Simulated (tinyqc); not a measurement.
Worked calculation: capillary instabilities by surface diffusion: grooving and agglomeration of films, edge retraction, wire break-up and smoothing of roughness. Computed by tinyqc, a small Python program that keeps every step. Command: `OMP_NUM_THREADS=1 python tinyqc.py 3009306 3009307 out.jsonl dewet walk`. One thread of a shared host (Intel(R) Xeon(R) Processor @ 2.30GHz), about 0.01 s of CPU time with the checks. Intermediate numbers are printed to about 6 digits and carried at full precision; extremes and crossings named in words are read from the listed rows.

Isotropic surface energy; shapes change by surface diffusion alone.

Inputs (values chosen for the exercise, of the order of those of silicon on oxide):
```
quantity                                value        unit
surface energy gamma_s                    1.4       J/m^2
grain-boundary energy gamma_b             0.5       J/m^2
interface energy gamma_i                    1       J/m^2
contact angle on the substrate theta      130     degrees
atomic volume Omega                        20  angstrom^3
surface sites nu                           16      1/nm^2
prefactor D0                          9.6e-06       m^2/s
activation energy Q                      2.32          eV
temperature T                            1101           K
time t                                    170           s
film thickness h                          3.7          nm
grain radius R                             26          nm
wire radius r                             3.3          nm
initial ripple over radius               0.02           -
roughness wavelength lambda                32          nm
```

Grooves: at the surface and the interface.

Constants: k_B = 8.617333262e-05 eV/K; k_B = 1.380649e-23 J/K.

## The Mullins constant

B = D_s nu gamma_s Omega^2/(k_B T), D_s = D0 exp(-Q/(k_B T)).

D_s = 2.30449e-16 m^2/s

B = 135.835 nm^4/s

length (B t)^(1/4) = 12.3272 nm

Lengths grow as t^(1/4): doubling one takes 16 times as long, or roughly 150 K more.

## Will grooves cut through?

Groove angle beta: sin(beta) = gamma_b/(2 gamma). For circular grains of radius R with spherical caps the groove ends (measured from the mean surface) at the depth R g(beta), g = (2 - 3 cos beta + cos^3 beta)/(3 sin^3 beta). The film parts if R [g(beta_s) + g(beta_i)] > h.

beta_s = 10.2866 degrees

beta_i = 14.4775 degrees

sum of g = 0.108976

critical R/h = 9.17634

final depth over h = 0.765777

The grooves stop short by this estimate; triple junctions groove deeper and may still open.

## Groove growth in time

Mullins' isolated groove: depth below the flat surface d = 0.780 m (B t)^(1/4), m = tan(beta_s), width between the ridges 4.6 (B t)^(1/4); time to reach h: (h/(0.780 m))^4/B.

groove depth = 1.74505 nm

groove width = 56.7052 nm

time to reach the substrate = 3435.73 s

Caution: the grooves of neighbouring boundaries overlap, so the depth levels off at its final value. Caution: the grains are too small for the surface groove ever to reach the depth h.

## Retraction of a straight edge

A rim shaped as a circular segment with contact angle theta holds the area h x; its radius r obeys r^2 (theta - sin theta cos theta) = h x. To advance, the edge must carry a strip of the rim height H = r (1 - cos theta) over the rim, driven by the curvature 1/r over the distance r theta (the scaling argument of Brandon and Bradshaw): H dx/dt = B/(theta r^2) gives x^(5/2) = (5/2) B t c^(3/2)/(theta (1 - cos theta) h^(3/2)), c = theta - sin theta cos theta.

retraction x = 39.7878 nm

rim height H = 11.9949 nm

present speed = 0.0936183 nm/s

The rim is 3.2 times the film thickness. x goes as t^(2/5) h^(-3/5): thin films retract faster.

## Break-up of a free wire

A wire with r + A cos(k z) has dA/dt = (B/r^4) (kr)^2 [1 - (kr)^2] A: unstable for wavelengths above 2 pi r, fastest at kr = 1/sqrt 2 with the rate B/(4 r^4); break-up time about (4 r^4/B) ln(r/A0); each wavelength makes a sphere of radius (3 r^2 lambda_m/4)^(1/3).

fastest wavelength = 29.3230 nm

break-up time = 13.6617 s

radius of the spheres = 6.21011 nm

t over the break-up time = 12.4436

The wire breaks up within t. Caution: faceting can stabilise wires along low-index directions.

## Smoothing against break-up

Roughness of wavelength lambda on a flat face decays as exp[-B (2 pi/lambda)^4 t]; the smoothing time is that for a factor e^3.

Times (s); the last column is (h/(0.780 tan beta_s))^4/B:
```
T (K)   B (nm^4/s)    smoothing  wire break-up  groove to depth h
936    2.14517e+00  9.40891e+02    8.65077e+02        2.17555e+05
991    9.99886e+00  2.01860e+02    1.85595e+02        4.66747e+04
1046   3.95249e+01  5.10658e+01    4.69511e+01        1.18076e+04
1101   1.35835e+02  1.48590e+01    1.36617e+01        3.43573e+03
1156   4.14099e+02  4.87413e+00    4.48139e+00        1.12701e+03
1211   1.13838e+03  1.77303e+00    1.63017e+00        4.09965e+02
1321   6.64518e+03  3.03735e-01    2.79261e-01        7.02305e+01
```

All times share 1/B, so their ratios do not depend on T: break-up over smoothing is 0.92. The wire breaks before this roughness is smoothed, at any temperature. Smoothing is safe for lambda well below 2 pi r, above which a ripple along the wire grows instead. B spans 3.5 decades over these rows.

Checks made by the program: g against the volume of a spherical cap (relative difference below 1e-10).
